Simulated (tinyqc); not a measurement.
# CMOS inverter, nodal equation and switching, step by step

Numbers from tinyqc (`OMP_NUM_THREADS=1 python tinyqc.py 2340141 2340142 out.jsonl`; about 0.04 s on one thread of a shared Intel Xeon 2.30GHz). Printed values are rounded.

An n-channel pull-down (bn, VTn) and a p-channel pull-up (bp, VTp) share the input Vin and the output node Vout, which carries the load C. Transistor (EKV form, voltages against the body): I = 2 n b Vt^2 [F(vp - Vs) - F(vp - Vd)] from drain to source, F(v) = ln^2(1 + exp(v/(2 Vt))), vp = (Vg - VT + sg |Vd - Vs|)/n. n-channel bodies are at 0; for the p-channel device all voltages are counted down from Vdd. b in uA/V^2 gives I in uA. Static: In = Ip. Transient: C dVout/dt = Ip - In. No velocity saturation, no gate capacitance beyond C.

Inputs (values chosen for the exercise): temperature T = 273 K; supply voltage Vdd = 1 V; slope factor n = 1.22; drain-induced barrier lowering sg = 0.086; n-channel threshold VTn = 0.39 V; p-channel threshold (magnitude) VTp = 0.44 V; gain factor of the pull-down transistor bn = 360 uA/V^2; gain factor of the pull-up transistor bp = 180 uA/V^2; load capacitance C = 0.29 fF; input voltage Vin = 0.45 V; time step dt = 0.5 ps.

Constants: q = 1.602176634e-19 C, kB = 1.380649e-23 J/K, Vt = kB T/q. Results are converted to the units shown.

## Iteration 1: output voltage by Newton steps

Vout at the start = 0.5 V

f = In - Ip at (Vin, Vout); G = df/dVout by a central difference with +/- 1e-6 V; Vout(new) = Vout - f/G.

In = 1.84505 uA
Ip = 1.81514 uA
G = 4.29421 uS
Vout after iteration 1 = 0.493036 V

## Iteration 2: output voltage by Newton steps

As before.

In = 1.82815 uA
Ip = 1.82813 uA
G = 4.28734 uS
Vout after iteration 2 = 0.493031 V

## Course of the iteration: output voltage by Newton steps

Stop when Vout changes by less than 1e-9 V, or after 30 iterations.

Course of the iteration:
```
iteration  Vout (V)  |change| (V)
1          0.493036       6.96e-3
2          0.493031       5.59e-6
3          0.493031      3.59e-12
```

Converged in 3 iterations. The change falls from 0.0070 in the first iteration to below the tolerance in the last.

## Transfer curve

Vin, point 0 to 10 (V): [0, 0.1, 0.2, 0.3, 0.4, 0.5, 0.6, 0.7, 0.8, 0.9, 1]

For each Vin solve In = Ip; gain = dVout/dVin.

Vout, point 0 to 10 (V): [1.00000, 1.00000, 0.99983, 0.99545, 0.92807, 0.05828, 0.00452, 0.00024, 0.00001, 0.00000, 0.00000]
supply current, point 0 to 10 (uA): [1.2149e-5, 3.8690e-4, 0.011125, 0.20897, 1.4966, 1.5663, 0.33125, 0.026382, 0.0010631, 3.4443e-5, 1.0671e-6]
gain, point 0 to 10: [0.0000, -0.0002, -0.0060, -0.1344, -2.2941, -1.9688, -0.1164, -0.0078, -0.0003, 0.0000, 0.0000]

The switching point Vin = Vout lies at 0.4534 V, with a gain of -11.6. The current peaks at 1.57 uA among the points, against 1.2e-5 and 1.1e-6 uA of leakage at the ends.

## Switching point and noise margins

VM solves In = Ip with Vin = Vout. VIL and VIH are the inputs at which the gain is -1; NML = VIL - Vout(VIH), NMH = Vout(VIL) - VIH.

VM = 0.45341 V
gain at VM = -11.628
VIL = 0.37711 V
VIH = 0.51546 V
NML = 0.34042 V
NMH = 0.44711 V

VM lies 47 mV below Vdd/2, and the high margin is the larger one. With both transistors saturated the size of the gain tends to 1/sg = 11.6; here it is within 0.01 % of that.

## Step 1: one time step of the falling output

Vout at t = 0 = 1 V

The input steps to Vdd at t = 0; I = In - Ip. Implicit Euler: V(new) = V - (dt/C) I(V(new)), solved for V(new); 1 ps uA/fF = 1 mV.

I(V) = 71.4713 uA
I(V(new)) = 69.3743 uA
Vout after step 1 = 0.880389 V

## Step 2: one time step of the falling output

As before.

I(V) = 69.3743 uA
I(V(new)) = 67.3678 uA
Vout after step 2 = 0.764238 V

## Delays and energy

For a step input the delay to Vdd/2 is tHL = C times the integral of dV/(In - Ip) from Vdd/2 to Vdd at Vin = Vdd, and tLH likewise with Ip - In from 0 to Vdd/2 at Vin = 0. Energy drawn for one full cycle of the output: C Vdd^2. Leakage power: Vdd times the mean of the supply currents at Vin = 0 and Vdd.

tHL = 2.16403 ps
tLH = 5.04705 ps
energy = 0.29 fJ
leakage power = 0.00660804 nW

Time steps as above cross Vdd/2 at 2.20 ps by linear interpolation, 1.9 % above tHL. tLH/tHL = 2.33, with bn/bp = 2.00.
